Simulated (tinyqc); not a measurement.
Interstitial-substitutional diffusion of a fast metal impurity in a wafer (kick-out and dissociative mechanisms): one step, computed by the program tinyqc. Command: `OMP_NUM_THREADS=1 python tinyqc.py 3025940 3025941 out.jsonl kickout walk`. One thread of a shared host (Intel(R) Xeon(R) Processor @ 2.30GHz), about 0.3 s of CPU time with the checks.

The metal moves as an interstitial A_i and dissolves on lattice sites either by kicking out a self-interstitial (A_i = A_s + I) or by filling a vacancy (A_i + V = A_s). With A_i at its solubility, local equilibrium and c = C_s/C_s*, self-interstitials and vacancies obey C_I/C_I* = 1/c and C_V/C_V* = c.

Problem. Diffusivity against concentration. In defect-free silicon dc/dt = d/dx [(D_K/c^2 + D_F) dc/dx], c = 1 at both faces. D_K = D_I C_I*/C_s* and D_F = D_V C_V*/C_s*. The two terms are equal at c* = sqrt(D_K/D_F). Take c = 1, 0.5, 0.2, 0.1, 0.03 and 0.01.

Inputs (values chosen for the exercise, loosely like those of a heavy transition metal in silicon): temperature T = 875 C.

D_K = 2.149722e-11 cm^2/s

D_F = 2.353562e-11 cm^2/s

Give: c*; Effective diffusivity (cm^2/s).

Solution.

c* = 0.9557

Effective diffusivity (cm^2/s):

| c | kick-out term | total |
|---|---|---|
| 1.00 | 2.150e-11 | 4.503e-11 |
| 0.50 | 8.599e-11 | 1.095e-10 |
| 0.20 | 5.374e-10 | 5.610e-10 |
| 0.10 | 2.150e-09 | 2.173e-09 |
| 0.03 | 2.389e-08 | 2.391e-08 |
| 0.01 | 2.150e-07 | 2.150e-07 |
